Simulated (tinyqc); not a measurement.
Implant damage, amorphisation by cascade overlap, and solid-phase epitaxial regrowth: one step, computed by the program tinyqc.

Range and width of the damage are inputs. Dynamic annealing enters only through the surviving share f.

Question. The amorphous layer. Displaced share x(z) = f nu Q exp(-(z - R_d)^2/(2 s_d^2))/(sqrt(2 pi) s_d N); the layer is amorphous where x > x_c, between R_d -/+ s_d sqrt(2 ln(x_max/x_c)), the upper edge being cut at the surface. Threshold dose Q_c = Q x_c/x_max.

Inputs (values chosen for the exercise, modelled on arsenic ions in germanium): atomic density N = 44.2 1/nm^3; depth of the damage peak R_d = 9.2 nm; width of the damage profile s_d = 5.9 nm; share of defects that survive f = 0.45; critical displaced share x_c = 0.11; dose Q = 1.7e+15 1/cm^2.

displacements per ion nu = 410.3126

Give: peak displaced share x_max; threshold dose Q_c; upper edge; lower edge.

Answer.

peak displaced share x_max = 4.8019

threshold dose Q_c = 3.8943e+13 1/cm^2

upper edge = 0 nm

lower edge = 25.414 nm

The layer reaches the surface. Caution: x above 1 counts atoms displaced more than once.
